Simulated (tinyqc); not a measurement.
Which clusters to keep: cluster expansion of a binary alloy: correlations, fit, cross-validation and ground states. Computed by tinyqc, a small Python program. Command: `OMP_NUM_THREADS=1 python tinyqc.py 3012254 3012255 out.jsonl clex walk`. One thread of a shared host (Intel(R) Xeon(R) Processor @ 2.30GHz), about 0.08 s of CPU time with the checks.

s = +1 for A and -1 for B. Energy per site E = J0 + J1 P(point) + sum over clusters of m V P, with P the mean product of spins; V > 0 on a pair favours unlike neighbours. Clusters per site m: pair 1 4, pair 2 3, pair 3 6, triplet 12; the triplet is two first-neighbour bonds closed by a second-neighbour bond. Formation energies are counted from the line between pure A and pure B, which removes J0 and J1.

Inputs (values chosen for the exercise, for a model alloy):

| quantity | value | unit |
|---|---|---|
| first-pair interaction V1 | 19.6 | meV |
| second-pair interaction V2 | -5.3 | meV |
| third-pair interaction V3 | -1.2 | meV |
| triplet interaction Vt | 2 | meV |
| noise amplitude | 5.8 | meV/site |

Lattice: bcc.

Method:
- Design matrix of formation energies: m (P - 1) for pairs and m (P(triplet) - P(point)) for the triplet; x = (1 - P(point))/2.
- Exact: X V with V = (V1, V2, V3, Vt). The data to fit add the noise amplitude times the normal numbers, standing for what the clusters leave out.
- For each set, H = X (X^T X)^-1 X^T over the structures between the ends; residual e = E - H E; leave-one-out error e_i/(1 - H_ii); both as root mean squares.

correlations P, counted on periodic cells:
```
                     point    pair 1    pair 2    pair 3   triplet
A                  1.00000   1.00000   1.00000   1.00000   1.00000
A3B D0_3           0.50000   0.00000   0.00000   1.00000  -0.50000
A3B (001) layers   0.50000   0.00000   0.66667   0.33333   0.16667
A2B C11_b          0.33333  -0.33333   0.55556   0.11111  -0.11111
AB B2              0.00000  -1.00000   1.00000   1.00000   0.00000
AB B32             0.00000   0.00000  -1.00000   1.00000   0.00000
A2B2 B11           0.00000   0.00000   0.33333  -0.33333   0.00000
AB (110) layers    0.00000   0.00000  -0.33333  -0.33333   0.00000
AB2 C11_b         -0.33333  -0.33333   0.55556   0.11111   0.11111
AB3 D0_3          -0.50000   0.00000   0.00000   1.00000   0.50000
AB3 (001) layers  -0.50000   0.00000   0.66667   0.33333  -0.16667
B                 -1.00000   1.00000   1.00000   1.00000  -1.00000
```

standard normal numbers for the noise (0 for the pure ends): A 0.000, A3B D0_3 1.198, A3B (001) layers 0.585, A2B C11_b 2.025, AB B2 0.798, AB B32 0.055, A2B2 B11 1.021, AB (110) layers -0.406, AB2 C11_b 1.818, AB3 D0_3 -0.528, AB3 (001) layers -0.247, B 0.000

X:
```
                   pair 1   pair 2   pair 3   triplet
A                  0.0000   0.0000   0.0000    0.0000
A3B D0_3          -4.0000  -3.0000   0.0000  -12.0000
A3B (001) layers  -4.0000  -1.0000  -4.0000   -4.0000
A2B C11_b         -5.3333  -1.3333  -5.3333   -5.3333
AB B2             -8.0000   0.0000   0.0000    0.0000
AB B32            -4.0000  -6.0000   0.0000    0.0000
A2B2 B11          -4.0000  -2.0000  -8.0000    0.0000
AB (110) layers   -4.0000  -4.0000  -8.0000    0.0000
AB2 C11_b         -5.3333  -1.3333  -5.3333    5.3333
AB3 D0_3          -4.0000  -3.0000   0.0000   12.0000
AB3 (001) layers  -4.0000  -1.0000  -4.0000    4.0000
B                  0.0000   0.0000   0.0000    0.0000
```

data (meV/site): A 0.000, A3B D0_3 -79.552, A3B (001) layers -72.907, A2B C11_b -89.988, AB B2 -152.172, AB B32 -46.281, A2B2 B11 -52.278, AB (110) layers -49.955, AB2 C11_b -69.856, AB3 D0_3 -41.562, AB3 (001) layers -61.733, B 0.000

Fits:

| clusters | fit error (meV/site) | leave-one-out error (meV/site) | largest H_ii |
|---|---|---|---|
| V1 | 15.223 | 17.873 | 0.27481 |
| V1 V2 | 11.689 | 14.581 | 0.53206 |
| V1 V3 | 13.904 | 18.128 | 0.51153 |
| V1 V2 Vt | 6.211 | 9.935 | 0.53206 |
| V1 Vt | 11.561 | 14.436 | 0.45078 |
| V1 V2 V3 | 10.538 | 13.425 | 0.71178 |
| V1 V3 Vt | 9.761 | 15.253 | 0.51153 |
| V1 V2 V3 Vt | 3.603 | 6.067 | 0.71178 |

leave-one-out error without pair 3 = 9.9352 meV/site

leave-one-out error with all four = 6.0672 meV/site

What does the comparison show, and why?

The fit error can only fall as clusters are added, to 3.60 meV with all four. The leave-one-out error is least for V1 V2 V3 Vt (6.07 meV): dropping V2, V3 or Vt makes prediction worse at this noise.

Extremes, crossings and ranges named in words are read from the listed rows.
